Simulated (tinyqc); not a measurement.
Metal-induced gap states at the contact of a metal chain and a two-band chain: one step. Pinning factor. Three cases, with inputs chosen for the exercise.

Problem. Gap states per area N = 2 Ds/a^2 (two spins). Charge in them sits a distance xi from the metal, so S = 1/(1 + 4 pi e^2 N xi/eps), e^2 meaning e^2/(4 pi eps0); S is the change of the barrier per change of the metal work function.

Constants: e^2/(4 pi eps0) = 14.39964547 eV angstrom.

Give: N; 4 pi e^2 N xi/eps; S.

Case 1.

Values chosen (out of a larger set: gap and optical dielectric constant near those of GaN; the chain itself is a model; not measured data): a = 3.19 angstrom (period (two sites); one chain for each area a^2); eps = 5.3 (dielectric constant).

Ds, the density per spin summed over the semiconductor = 0.1394714 1/eV
xi, the decay length of the density = 3.83745 angstrom

Solution.

N = 2.741e+14 1/(eV cm^2)
4 pi e^2 N xi/eps = 3.5914
S = 0.2178

Case 2.

Values chosen (out of a larger set: gap and optical dielectric constant near those of Si; the chain itself is a model; not measured data): a = 3.84 angstrom (period (two sites); one chain for each area a^2); eps = 11.8 (dielectric constant).

Ds, the density per spin summed over the semiconductor = 0.3099623 1/eV
xi, the decay length of the density = 10.27285 angstrom

Solution.

N = 4.204e+14 1/(eV cm^2)
4 pi e^2 N xi/eps = 6.6229
S = 0.1312

Case 3.

Values chosen (out of a larger set: gap and optical dielectric constant near those of Si; the chain itself is a model; not measured data): a = 3.84 angstrom (period (two sites); one chain for each area a^2); eps = 12 (dielectric constant).

Ds, the density per spin summed over the semiconductor = 0.2459710 1/eV
xi, the decay length of the density = 11.12836 angstrom

Solution.

N = 3.336e+14 1/(eV cm^2)
4 pi e^2 N xi/eps = 5.5984
S = 0.1516

Strong pinning, near the Bardeen limit S = 0.

Computed by tinyqc, one run a case: `OMP_NUM_THREADS=1 python tinyqc.py N N+1 out.jsonl` with N = 1452020, 1452037, 1452448; one thread of a shared Intel(R) Xeon(R) Processor @ 2.30GHz, about 0.01 s a run at most.
